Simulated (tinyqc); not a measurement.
Inside a calculation. Method: G0W0 on RHF in the 6-311g basis, for H2, spin multiplicity 1. Computed by tinyqc, a small Python program that keeps every step (integrals from PySCF). Settings: charge = 0, multiplicity = 1, basis = 6-311g, method = RHF, energy threshold = 1e-10, iteration cap = 73, orthogonalisation = symmetric, start = Wolfsberg-Helmholz matrix, DIIS depth = 6. Command: `OMP_NUM_THREADS=1 python tinyqc.py 22318 22319 out.jsonl` (the two numbers bound the seeds that draw the settings). One thread of a shared host (Intel(R) Xeon(R) Processor @ 2.60GHz), about 0.06 s of CPU time with the checks. The early iterations of the SCF are left out here.

## One-electron integrals

Geometry (angstrom):
```
atom         x         y         z
H     0.000000  0.000000  0.000000
H     0.000000  0.000000  0.666000
```

Basis 6-311g: exponents (1/bohr^2) and contraction coefficients of normalised primitives:
```
element  l (shell)   exponent  coefficient
H            s (1)  33.865000     0.025494
H            s (1)   5.094790     0.190373
H            s (1)   1.158790     0.852161
H            s (2)   0.325840     1.000000
H            s (3)   0.102741     1.000000
```

Overlap, kinetic and nuclear-attraction integrals over the contracted functions; the nuclear repulsion is the sum of Za Zb / Rab.

nuclear repulsion = 0.79456038 hartree

overlap S, order 1H 1s, 1H 2s, 1H 3s, 2H 1s, 2H 2s, 2H 3s:
```
[[1.000000, 0.706377, 0.373664, 0.342095, 0.468711, 0.321531],
 [0.706377, 1.000000, 0.788963, 0.468711, 0.772549, 0.697145],
 [0.373664, 0.788963, 1.000000, 0.321531, 0.697145, 0.921853],
 [0.342095, 0.468711, 0.321531, 1.000000, 0.706377, 0.373664],
 [0.468711, 0.772549, 0.697145, 0.706377, 1.000000, 0.788963],
 [0.321531, 0.697145, 0.921853, 0.373664, 0.788963, 1.000000]]
```

kinetic energy T (hartree), order 1H 1s, 1H 2s, 1H 3s, 2H 1s, 2H 2s, 2H 3s:
```
[[2.304348, 0.549119, 0.106346, 0.186652, 0.264121, 0.082335],
 [0.549119, 0.488760, 0.184881, 0.264121, 0.312630, 0.149890],
 [0.106346, 0.184881, 0.154112, 0.082335, 0.149890, 0.134362],
 [0.186652, 0.264121, 0.082335, 2.304348, 0.549119, 0.106346],
 [0.264121, 0.312630, 0.149890, 0.549119, 0.488760, 0.184881],
 [0.082335, 0.149890, 0.134362, 0.106346, 0.184881, 0.154112]]
```

nuclear attraction V (hartree), order 1H 1s, 1H 2s, 1H 3s, 2H 1s, 2H 2s, 2H 3s:
```
[[-2.901769, -1.606631, -0.799401, -0.948478, -1.107482, -0.700824],
 [-1.606631, -1.585671, -1.056774, -1.107482, -1.295192, -0.963234],
 [-0.799401, -1.056774, -0.972522, -0.700824, -0.963234, -0.918082],
 [-0.948478, -1.107482, -0.700824, -2.901769, -1.606631, -0.799401],
 [-1.107482, -1.295192, -0.963234, -1.606631, -1.585671, -1.056774],
 [-0.700824, -0.963234, -0.918082, -0.799401, -1.056774, -0.972522]]
```

core Hamiltonian H = T + V (hartree), order 1H 1s, 1H 2s, 1H 3s, 2H 1s, 2H 2s, 2H 3s:
```
[[-0.597420, -1.057512, -0.693055, -0.761826, -0.843361, -0.618489],
 [-1.057512, -1.096911, -0.871892, -0.843361, -0.982562, -0.813343],
 [-0.693055, -0.871892, -0.818410, -0.618489, -0.813343, -0.783720],
 [-0.761826, -0.843361, -0.618489, -0.597420, -1.057512, -0.693055],
 [-0.843361, -0.982562, -0.813343, -1.057512, -1.096911, -0.871892],
 [-0.618489, -0.813343, -0.783720, -0.693055, -0.871892, -0.818410]]
```

## Two-electron integrals

Functions are numbered as in S; the eight-fold symmetry (ij|kl) = (ji|kl) = (kl|ij) leaves the list below.

Two-electron integrals (ij|kl) in chemists' order, unique and non-zero (hartree):
```
(11|11) 1.393035   (21|11) 0.822971   (21|21) 0.509703   (22|11) 0.822904
(22|21) 0.543028   (22|22) 0.644106   (31|11) 0.411256   (31|21) 0.257757
(31|22) 0.279868   (31|31) 0.130794   (32|11) 0.543681   (32|21) 0.365771
(32|22) 0.452669   (32|31) 0.189803   (32|32) 0.325140   (33|11) 0.494021
(33|21) 0.340115   (33|22) 0.445993   (33|31) 0.178035   (33|32) 0.331779
(33|33) 0.361682   (41|11) 0.382624   (41|21) 0.239962   (41|22) 0.259644
(41|31) 0.121722   (41|32) 0.175612   (41|33) 0.164019   (41|41) 0.147291
(42|11) 0.395439   (42|21) 0.262071   (42|22) 0.310727   (42|31) 0.135143
(42|32) 0.217553   (42|33) 0.212561   (42|41) 0.171009   (42|42) 0.222898
(43|11) 0.243944   (43|21) 0.163954   (43|22) 0.200218   (43|31) 0.084962
(43|32) 0.142136   (43|33) 0.141709   (43|41) 0.107734   (43|42) 0.145755
(43|43) 0.096767   (44|11) 0.765240   (44|21) 0.520036   (44|22) 0.639802
(44|31) 0.270117   (44|32) 0.453092   (44|33) 0.448248   (44|41) 0.382624
(44|42) 0.532332   (44|43) 0.352758   (44|44) 1.393035   (51|11) 0.532332
(51|21) 0.331521   (51|22) 0.356249   (51|31) 0.167912   (51|32) 0.240688
(51|33) 0.224661   (51|41) 0.171009   (51|42) 0.191841   (51|43) 0.120588
(51|44) 0.395439   (51|51) 0.222898   (52|11) 0.593643   (52|21) 0.395073
(52|22) 0.477005   (52|31) 0.204209   (52|32) 0.338132   (52|33) 0.337576
(52|41) 0.214156   (52|42) 0.271951   (52|43) 0.178425   (52|44) 0.593643
(52|51) 0.271951   (52|52) 0.384423   (53|11) 0.430828   (53|21) 0.292664
(53|22) 0.370548   (53|31) 0.152407   (53|32) 0.269568   (53|33) 0.281201
(53|41) 0.160545   (53|42) 0.214175   (53|43) 0.143623   (53|44) 0.475017
(53|51) 0.202911   (53|52) 0.306177   (53|53) 0.253865   (54|11) 0.520036
(54|21) 0.351935   (54|22) 0.434538   (54|31) 0.182755   (54|32) 0.309644
(54|33) 0.310049   (54|41) 0.239962   (54|42) 0.331521   (54|43) 0.221233
(54|44) 0.822971   (54|51) 0.262071   (54|52) 0.395073   (54|53) 0.319909
(54|54) 0.509703   (55|11) 0.639802   (55|21) 0.434538   (55|22) 0.548538
(55|31) 0.226228   (55|32) 0.397782   (55|33) 0.411783   (55|41) 0.259644
(55|42) 0.356249   (55|43) 0.240460   (55|44) 0.822904   (55|51) 0.310727
(55|52) 0.477005   (55|53) 0.396873   (55|54) 0.543028   (55|55) 0.644106
(61|11) 0.352758   (61|21) 0.221233   (61|22) 0.240460   (61|31) 0.112282
(61|32) 0.163140   (61|33) 0.153102   (61|41) 0.107734   (61|42) 0.120588
(61|43) 0.075918   (61|44) 0.243944   (61|51) 0.145755   (61|52) 0.178425
(61|53) 0.133433   (61|54) 0.163954   (61|55) 0.200218   (61|61) 0.096767
(62|11) 0.475017   (62|21) 0.319909   (62|22) 0.396873   (62|31) 0.166067
(62|32) 0.285443   (62|33) 0.291936   (62|41) 0.160545   (62|42) 0.202911
(62|43) 0.133433   (62|44) 0.430828   (62|51) 0.214175   (62|52) 0.306177
(62|53) 0.246292   (62|54) 0.292664   (62|55) 0.370548   (62|61) 0.143623
(62|62) 0.253865   (63|11) 0.444144   (63|21) 0.306157   (63|22) 0.402817
(63|31) 0.160338   (63|32) 0.300336   (63|33) 0.328951   (63|41) 0.154981
(63|42) 0.206197   (63|43) 0.138858   (63|44) 0.444144   (63|51) 0.206197
(63|52) 0.317626   (63|53) 0.268921   (63|54) 0.306157   (63|55) 0.402817
(63|61) 0.138858   (63|62) 0.268921   (63|63) 0.307362   (64|11) 0.270117
(64|21) 0.182755   (64|22) 0.226228   (64|31) 0.094921   (64|32) 0.161610
(64|33) 0.162596   (64|41) 0.121722   (64|42) 0.167912   (64|43) 0.112282
(64|44) 0.411256   (64|51) 0.135143   (64|52) 0.204209   (64|53) 0.166067
(64|54) 0.257757   (64|55) 0.279868   (64|61) 0.084962   (64|62) 0.152407
(64|63) 0.160338   (64|64) 0.130794   (65|11) 0.453092   (65|21) 0.309644
(65|22) 0.397782   (65|31) 0.161610   (65|32) 0.291815   (65|33) 0.308974
(65|41) 0.175612   (65|42) 0.240688   (65|43) 0.163140   (65|44) 0.543681
(65|51) 0.217553   (65|52) 0.338132   (65|53) 0.285443   (65|54) 0.365771
(65|55) 0.452669   (65|61) 0.142136   (65|62) 0.269568   (65|63) 0.300336
(65|64) 0.189803   (65|65) 0.325140   (66|11) 0.448248   (66|21) 0.310049
(66|22) 0.411783   (66|31) 0.162596   (66|32) 0.308974   (66|33) 0.342984
(66|41) 0.164019   (66|42) 0.224661   (66|43) 0.153102   (66|44) 0.494021
(66|51) 0.212561   (66|52) 0.337576   (66|53) 0.291936   (66|54) 0.340115
(66|55) 0.445993   (66|61) 0.141709   (66|62) 0.281201   (66|63) 0.328951
(66|64) 0.178035   (66|65) 0.331779   (66|66) 0.361682
```

## Orthogonalisation

S = U s U^T; symmetric (Loewdin) form X = U s^(-1/2) U^T, so that X^T S X = 1.

eigenvalues of S: [0.026910, 0.147085, 0.162829, 0.773764, 0.894358, 3.995053]

X, order 1H 1s, 1H 2s, 1H 3s, 2H 1s, 2H 2s, 2H 3s:
```
[[1.380735, -0.746375, 0.217885, -0.070784, 0.017101, -0.039352],
 [-0.746375, 2.505248, -1.215054, 0.017101, -0.799349, 0.475873],
 [0.217885, -1.215054, 3.052087, -0.039352, 0.475873, -1.902771],
 [-0.070784, 0.017101, -0.039352, 1.380735, -0.746375, 0.217885],
 [0.017101, -0.799349, 0.475873, -0.746375, 2.505248, -1.215054],
 [-0.039352, 0.475873, -1.902771, 0.217885, -1.215054, 3.052087]]
```

## Iteration 6 (converged): orbitals

converged F (hartree), order 1H 1s, 1H 2s, 1H 3s, 2H 1s, 2H 2s, 2H 3s:
```
[[0.520025, -0.496978, -0.494167, -0.566514, -0.566258, -0.476197],
 [-0.496978, -0.401054, -0.397234, -0.566258, -0.505349, -0.414894],
 [-0.494167, -0.397234, -0.252496, -0.476197, -0.414894, -0.267356],
 [-0.566514, -0.566258, -0.476197, 0.520025, -0.496978, -0.494167],
 [-0.566258, -0.505349, -0.414894, -0.496978, -0.401054, -0.397234],
 [-0.476197, -0.414894, -0.267356, -0.494167, -0.397234, -0.252496]]
```

Diagonalise F' = X^T F X, C = X C', fill 1 alpha and 1 beta electrons from the bottom; D = 2 C_occ C_occ^T. Each column has its largest component positive (the first on a tie).

F' = X^T F X (hartree):
```
[[1.693873, -1.167767, 0.014268, -0.483231, -0.152211, -0.156451],
 [-1.167767, 0.961186, -0.378931, -0.152211, -0.260239, -0.022026],
 [0.014268, -0.378931, 0.205912, -0.156451, -0.022026, -0.127032],
 [-0.483231, -0.152211, -0.156451, 1.693873, -1.167767, 0.014268],
 [-0.152211, -0.260239, -0.022026, -1.167767, 0.961186, -0.378931],
 [-0.156451, -0.022026, -0.127032, 0.014268, -0.378931, 0.205912]]
```

orbital energies (hartree): [-0.619696, 0.179535, 0.300258, 0.685577, 2.309908, 2.866361]

coefficients C, order 1H 1s, 1H 2s, 1H 3s, 2H 1s, 2H 2s, 2H 3s:
```
[[0.203265, 0.074604, -0.052689, -0.083215, -1.046781, -1.168545],
 [0.288539, -0.078811, -0.679515, -1.916589, 1.203812, 1.871288],
 [0.116638, 2.566891, 0.836162, 2.357466, -0.486645, -1.261523],
 [0.203265, -0.074604, -0.052689, 0.083215, -1.046781, 1.168545],
 [0.288539, 0.078811, -0.679515, 1.916589, 1.203812, -1.871288],
 [0.116638, -2.566891, 0.836162, -2.357466, -0.486645, 1.261523]]
```

D after iteration 6, order 1H 1s, 1H 2s, 1H 3s, 2H 1s, 2H 2s, 2H 3s:
```
[[0.082633, 0.117300, 0.047417, 0.082633, 0.117300, 0.047417],
 [0.117300, 0.166509, 0.067309, 0.117300, 0.166509, 0.067309],
 [0.047417, 0.067309, 0.027209, 0.047417, 0.067309, 0.027209],
 [0.082633, 0.117300, 0.047417, 0.082633, 0.117300, 0.047417],
 [0.117300, 0.166509, 0.067309, 0.117300, 0.166509, 0.067309],
 [0.047417, 0.067309, 0.027209, 0.047417, 0.067309, 0.027209]]
```

## Convergence

Stop when the energy changes by less than 1e-10 hartree and every element of the error matrix X^T (F D S - S D F) X is below 3e-06.

Course of the cycle:
```
iteration  E (hartree)     change  largest element of the error matrix
1          -0.84570213          -                             4.26e-01
2          -1.12040170  -2.75e-01                             5.29e-02
3          -1.12447897  -4.08e-03                             1.38e-03
4          -1.12448514  -6.17e-06                             1.96e-04
5          -1.12448529  -1.51e-07                             1.76e-07
6          -1.12448529  -1.14e-13                             7.36e-08
```

PySCF RHF in the same basis = -1.12448529 hartree

Converged in 6 iterations.

## Integrals over molecular orbitals

(pq|rs) = sum C_ip C_jq C_kr C_ls (ij|kl), one index at a time.

one-electron integrals over orbitals h = C^T H C (hartree):
```
[[-1.299349, 0.000000, 0.139190, 0.000000, 0.113468, 0.000000],
 [0.000000, -0.461431, 0.000000, 0.205470, 0.000000, 0.017743],
 [0.139190, 0.000000, -0.379213, 0.000000, -0.185621, 0.000000],
 [0.000000, 0.205470, 0.000000, -0.243333, 0.000000, -0.238529],
 [0.113468, 0.000000, -0.185621, 0.000000, 1.093328, 0.000000],
 [0.000000, 0.017743, 0.000000, -0.238529, 0.000000, 1.524036]]
```

Two-electron integrals over orbitals (pq|rs), unique and non-zero (hartree):
```
(11|11) 0.679653    (21|21) 0.037798    (22|11) 0.339382    (22|22) 0.293090
(31|11) -0.139190   (31|22) -0.020524   (31|31) 0.054477    (32|21) 0.024245
(32|32) 0.043705    (33|11) 0.366974    (33|22) 0.271655    (33|31) -0.033786
(33|33) 0.282144    (41|21) -0.056783   (41|32) -0.013821   (41|41) 0.104949
(42|11) -0.131126   (42|22) -0.039550   (42|31) 0.034494    (42|33) -0.043041
(42|42) 0.048346    (43|21) 0.022820    (43|32) 0.017044    (43|41) -0.035294
(43|43) 0.020522    (44|11) 0.516929    (44|22) 0.322426    (44|31) -0.080215
(44|33) 0.316202    (44|42) -0.100378   (44|44) 0.448991    (51|11) -0.113468
(51|22) -0.007031   (51|31) 0.056912    (51|33) -0.025153   (51|42) 0.021023
(51|44) -0.054604   (51|51) 0.100996    (52|21) 0.002940    (52|32) 0.001176
(52|41) -0.002188   (52|43) -0.005110   (52|52) 0.008750    (53|11) 0.121267
(53|22) 0.027833    (53|31) -0.041461   (53|33) 0.036278    (53|42) -0.031752
(53|44) 0.074273    (53|51) -0.049985   (53|53) 0.039175    (54|21) -0.006139
(54|32) -0.021814   (54|41) -0.007849   (54|43) 0.002829    (54|52) -0.012511
(54|54) 0.035007    (55|11) 0.658788    (55|22) 0.327828    (55|31) -0.136525
(55|33) 0.359693    (55|42) -0.121502   (55|44) 0.494442    (55|51) -0.138255
(55|53) 0.128211    (55|55) 0.673607    (61|21) -0.028123   (61|32) 0.010894
(61|41) 0.071454    (61|43) -0.029915   (61|52) 0.017904    (61|54) -0.047599
(61|61) 0.107444    (62|11) -0.022933   (62|22) 0.012037    (62|31) 0.018508
(62|33) 0.001498    (62|42) -2.12e-06   (62|44) -0.004087   (62|51) 0.031687
(62|53) -0.011964   (62|55) -0.030918   (62|62) 0.016806    (63|21) 0.026284
(63|32) 0.002985    (63|41) -0.051555   (63|43) 0.017806    (63|52) -0.003404
(63|54) 0.016466    (63|61) -0.052648   (63|63) 0.033132    (64|11) 0.154991
(64|22) 0.019062    (64|31) -0.061706   (64|33) 0.040649    (64|42) -0.037726
(64|44) 0.089942    (64|51) -0.081103   (64|53) 0.050904    (64|55) 0.166119
(64|62) -0.029943   (64|64) 0.088630    (65|21) 0.066132    (65|32) 0.014319
(65|41) -0.125994   (65|43) 0.050030    (65|52) -0.014781   (65|54) 0.044243
(65|61) -0.138897   (65|63) 0.082805    (65|65) 0.223247    (66|11) 0.724885
(66|22) 0.347669    (66|31) -0.164865   (66|33) 0.374686    (66|42) -0.143490
(66|44) 0.550453    (66|51) -0.190319   (66|53) 0.155295    (66|55) 0.750387
(66|62) -0.046043   (66|64) 0.215403    (66|66) 0.879979
```

## Screening: direct RPA

With D = e_a - e_i and K = (ia|jb): diagonalise D^(1/2) (D + 4K) D^(1/2) = Z w^2 Z^T; X + Y = D^(1/2) Z w^(-1/2), each column of Z with its largest component positive (the first on a tie); E_c = (sum w - tr (D + 2K)) / 2.

D^(1/2) (D + 4K) D^(1/2) (hartree^2), order 1>2, 1>3, 1>4, 1>5, 1>6:
```
[[0.759609, 0.000000, -0.231987, 0.000000, -0.187767],
 [0.000000, 1.046780, 0.000000, 0.373725, 0.000000],
 [-0.231987, 0.000000, 2.251686, 0.000000, 0.609680],
 [0.000000, 0.373725, 0.000000, 9.766095, 0.000000],
 [-0.187767, 0.000000, 0.609680, 0.000000, 13.650824]]
```

excitation energies w (hartree): [0.850690, 1.015279, 1.500671, 3.127632, 3.699518]

X + Y, order 1>2, 1>3, 1>4, 1>5, 1>6:
```
[[0.958697, 0.000000, -0.106969, 0.000000, -0.007188],
 [0.000000, 0.951028, 0.000000, 0.023182, 0.000000],
 [0.182339, 0.000000, 0.921114, 0.000000, 0.031808],
 [0.000000, -0.072609, 0.000000, 0.966940, 0.000000],
 [0.015028, 0.000000, -0.084194, 0.000000, 0.969213]]
```

RPA correlation energy = -0.02882933 hartree

## G0W0 on Hartree-Fock: HOMO

W(p,q,m) = sqrt2 sum_ia (pq|ia) (X+Y)_ia,m; Sigma_c(x) = sum_(i,m) W^2/(x - e_i + w_m) + sum_(a,m) W^2/(x - e_a - w_m); solve x = e_p + Sigma_c(x) by Newton steps; Z = 1/(1 - dSigma/dx); 1 hartree = 27.211386 eV.

The 12 largest terms at x = e_p (hartree; W for the signs of X + Y given):
```
q  m          W       term
1  2  -0.175553   0.030355
1  4  -0.159726   0.008157
4  3   0.136794  -0.006669
5  4   0.139974  -0.003235
6  5   0.150771  -0.003164
2  3  -0.076338  -0.002534
3  2   0.067425  -0.002349
4  5   0.103238  -0.002130
3  4   0.079611  -0.001566
6  3   0.084540  -0.001433
5  2   0.066174  -0.001110
4  1  -0.048405  -0.001087
```

Newton steps (hartree):
```
step          x  Sigma_c(x)         Z
0     -0.619696    0.011999  0.960951
1     -0.608166    0.011534  0.961522
2     -0.608163    0.011533  0.961523
```

quasiparticle energy of the HOMO = -16.548954 eV

Hartree-Fock value = -16.862796 eV

## G0W0 on Hartree-Fock: LUMO

As before.

The 12 largest terms at x = e_p (hartree; W for the signs of X + Y given):
```
q  m          W       term
1  3  -0.076338   0.002534
4  2   0.044234  -0.001286
3  1   0.029539  -0.000898
1  1   0.036007   0.000786
2  2  -0.026883  -0.000712
1  5  -0.041485   0.000383
6  4   0.043938  -0.000332
3  3  -0.022969  -0.000325
4  4   0.029879  -0.000246
6  2   0.021638  -0.000126
5  5   0.024412  -0.000102
3  5   0.014064  -0.000052
```

Newton steps (hartree):
```
step         x  Sigma_c(x)         Z
0     0.179535   -0.000424  0.995481
1     0.179113   -0.000423  0.995482
2     0.179113   -0.000423  0.995482
```

quasiparticle energy of the LUMO = 4.873903 eV

Hartree-Fock value = 4.885400 eV
